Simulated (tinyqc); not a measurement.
Octagonal on-chip spiral inductor, lumped pi model: one step of the calculation.

Outer diameter do = di + 2 n wd + 2 (n - 1) sp, mean da = (do + di)/2, fill p = (do - di)/(do + di), length l = 3.314 n da. L = 2.25 mu0 n^2 da/(1 + 3.55 p), mu0 = 4 pi 1e-7 H/m. Rs = rho l/(wd delta (1 - exp(-th/delta))), delta = sqrt(rho/(pi f mu0)). Cs = n wd^2 eps0 eo/hu across the coil. At each end Cox = l wd eps0 eo/(2 ho) leads to the substrate branch Rsi = 2 rs he/(l wd) in parallel with Csi = l wd eps0 11.7/(2 he). With one end grounded Y = 1/(Rs + i w L) + i w Cs + 1/[1/(i w Cox) + 1/(1/Rsi + i w Csi)], w = 2 pi f; Q = -Im Y/Re Y. Eddy currents in neighbouring turns and in the substrate are left out.

Question. Geometry and model elements. do, l, L, delta, Rs, Cs, Cox, Rsi and Csi as defined.

Values chosen for this exercise; values of the order met in silicon radio-frequency processes: number of turns n = 3.5; line width wd = 4 um; space between turns sp = 1.5 um; inner diameter di = 140 um; metal thickness th = 4 um; metal resistivity rho = 3 uohm cm; oxide below the coil ho = 5.5 um; oxide between coil and underpass hu = 0.9 um; relative permittivity of the oxide eo = 3.9; substrate resistivity rs = 100 ohm cm; effective spreading depth in the substrate he = 30 um; frequency f = 5.6 GHz.

Constants: eps0 = 8.8541878128e-12 F/m. Results are converted to the units shown.

Give: do; l; L; delta; Rs; Cs; Cox; Rsi; Csi.

Answer.

do = 175.50 um
l = 1829.7 um
L = 3.9043 nH
delta = 1.1649 um
Rs = 12.173 ohm
Cs = 2.1486 fF
Cox = 22.976 fF
Rsi = 8197.9 ohm
Csi = 12.637 fF

Numbers from tinyqc (`OMP_NUM_THREADS=1 python tinyqc.py 2302244 2302245 out.jsonl`; about 0.01 s on one thread of a shared Intel Xeon 2.30GHz).
